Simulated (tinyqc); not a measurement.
# Threshold of a short bulk MOSFET: charge sharing, barrier lowering, narrow width, step by step

Numbers from tinyqc (`OMP_NUM_THREADS=1 python tinyqc.py 2002061 2002062 out.jsonl`; about 0.01 s on one thread of a shared Intel Xeon 2.30GHz). Printed values are rounded.

n-channel device on a p-type body, depletion approximation, full ionisation. Uniform doping N = Na. Vbi from Boltzmann statistics is rough for the degenerate source. Cox = eps0 eox/tox.

Inputs (values chosen for the exercise); band and dielectric values close to those of silicon: temperature T = 350 K; band gap Eg = 1.1 eV; relative permittivity eps_r = 11.9; conduction-band density of states at T Nc = 3.47e19 cm^-3; valence-band density of states at T Nv = 3.31e19 cm^-3; relative permittivity of the gate insulator (close to silicon dioxide) eox = 3.9; insulator thickness tox = 6.5 nm; channel doping Na = 1.6e17 cm^-3; source and drain doping Nsd = 1e20 cm^-3; flat-band voltage for the doping Na Vfb = -0.71 V; junction depth xj = 30 nm; body-source voltage Vbs = -1 V; drain-source voltage Vds = 0.05 V; gate width W = 1000 nm; shape factor of the fringing depletion at the width edges xw = 0; channel length L = 580 nm.

Constants: q = 1.602176634e-19 C, kB = 1.380649e-23 J/K, Vt = kB T/q, eps0 = 8.8541878128e-14 F/cm where lengths are in cm. Results are converted to the units shown.

## Long-channel threshold and scales

ni = sqrt(Nc Nv) exp(-Eg/(2 Vt)), Eg in volts; 2 pB = 2 Vt ln(N/ni); flat band Vfb - Vt ln(N/Na); Wd = sqrt(2 eps0 eps_r (2 pB - Vbs)/(q N)); body term q N Wd/Cox; long-channel VT0 = flat band + 2 pB + body term; Vbi = Vt ln(N Nsd/ni^2); scale length l = sqrt((eps_r/eox) tox Wd).

N = 1.6e17 cm^-3
2 pB = 0.776936 V
flat band = -0.71 V
Wd = 120.860 nm
body term = 0.583195 V
VT0 = 0.650131 V
Vbi = 0.971103 V
l = 48.9598 nm

## Short-channel and narrow-width shifts

Charge sharing (trapezoid; it ignores Vds): F = (xj/L)(sqrt(1 + 2 Wd/xj) - 1), lowering = body term times F. Barrier lowering: th = exp(-L/(2 l)) + 2 exp(-L/l), lowering = th [2 (Vbi - 2 pB) + Vds], DIBL = th. Narrow width: rise = body term times xw Wd/W. VT by each model = VT0 - lowering + rise.

F = 0.103942
lowering by charge sharing = 60.6184 mV
th = 0.00269088
lowering of the barrier = 1.17950 mV
DIBL = 2.69088 mV/V
narrow-width rise = 0 mV
VT, charge sharing = 0.589513 V
VT, barrier lowering = 0.648952 V

L is 11.8 scale lengths. The charge-sharing lowering is 51.4 times the barrier lowering; the first falls off as 1/L and the second exponentially. Both describe the same loss of gate control, so they are alternatives and are not added.
